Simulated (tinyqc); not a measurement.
Hubbard chain of 5 sites, step by step. One step of it, computed by the program tinyqc.

Question. Mean-field iteration 2. H(up) = T + U n(down), H(down) = T + U n(up); fill the lowest levels; n(new) = n + mixing (n(out) - n); E = tr T (rho up + rho down) + U sum n_up n_down of the output.

one-body matrix (hopping and site energies) (eV), lower triangle:
```
           1          2          3          4          5
1  -0.910000
2  -1.270000  -0.010000
3   0.000000  -1.270000  -0.530000
4   0.000000   0.000000  -1.270000   0.320000
5   0.000000   0.000000   0.000000  -1.270000  -0.020000
```

U = 11.100000 eV

electrons, up and down: 3  2

mixing = 1

n(up) after iteration 1: 1 0.805142, 2 0.403615, 3 0.710374, 4 0.428967, 5 0.651902

n(down) after iteration 1: 1 0.586169, 2 0.373059, 3 0.433147, 4 0.383193, 5 0.224433

Give: levels, up; levels, down; energy; n(up) after iteration 2; n(down) after iteration 2.

Answer.

levels, up (eV): 1.6711  2.5841  4.2366  5.8669  6.6912

levels, down (eV): 3.4736  4.3314  7.3995  8.1926  8.7530

energy = 7.2753 eV

n(up) after iteration 2: 1 0.2745, 2 0.6993, 3 0.6194, 4 0.4748, 5 0.9321

n(down) after iteration 2: 1 0.0757, 2 0.8460, 3 0.1671, 4 0.7751, 5 0.1362
